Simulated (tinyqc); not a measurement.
Junctionless gate-all-around wire, depletion approximation: two steps of the calculation.

A uniformly doped n-type wire of radius R under a surrounding gate; long channel. Below flat band a shell from radius rc to R is fully depleted and the neutral core, at channel potential V (0 at the source, Vd at the drain), carries the current with constant mobility; s = (rc/R)^2 is the share of the cross-section that conducts. The edge of the depleted shell is taken as abrupt, so there is no subthreshold current.

Inputs (values chosen for the exercise); material values close to those of gallium nitride:
- R = 4 nm (wire radius)
- Nd = 1.6e19 cm^-3 (donor density)
- Vfb = 0.8 V (flat-band voltage)
- mu = 82 cm^2/(V s) (effective mobility in the wire)
- L = 0.2 um (gate length)
- Vg = 0.72 V (gate voltage)
- Vd = 1 V (drain voltage)

Constants: q = 1.602176634e-19 C. Results are converted to the units shown.

Question 1. Conducting share at the source by Newton steps. With V = 0: f = A (1 - s + s ln s) + B (1 - s) - (Vfb - Vg); f' = A ln s - B; s(new) = s - f/f'.

s at the start = 0.05
A = 0.12013363 V
B = 0.15233271 V

Wanted: f; f'; s after iteration 1.

Answer 1.

f = 0.1608 V
f' = -0.5122 V
s after iteration 1 = 0.3640

Question 2. Core radius, conductance and current. s solves Vfb - Vg + V = A (1 - s + s ln s) + B (1 - s), and s = 0 where the left side exceeds A + B. I = (q mu Nd pi R^2/L)[g(s0) - g(sL)], g = A (s^2/4 - (s^2/2) ln s) + B s^2/2, with s0 at V = 0 and sL at V = Vd. rc = R sqrt(s0); the small-signal conductance at Vd = 0 is q mu Nd pi R^2 s0/L.

s0 = 0.56396272
sL = 0
A = 0.12013363 V
B = 0.15233271 V

Give: rc at the source; conductance; I.

Answer 2.

rc at the source = 3.004 nm
conductance = 2.979 uS
I = 0.2363 uA

The drain end is pinched off, so the current is saturated.

tinyqc, about 0.01 s, one thread, Intel Xeon 2.30GHz (shared host): `OMP_NUM_THREADS=1 python tinyqc.py 2460002 2460003 out.jsonl`
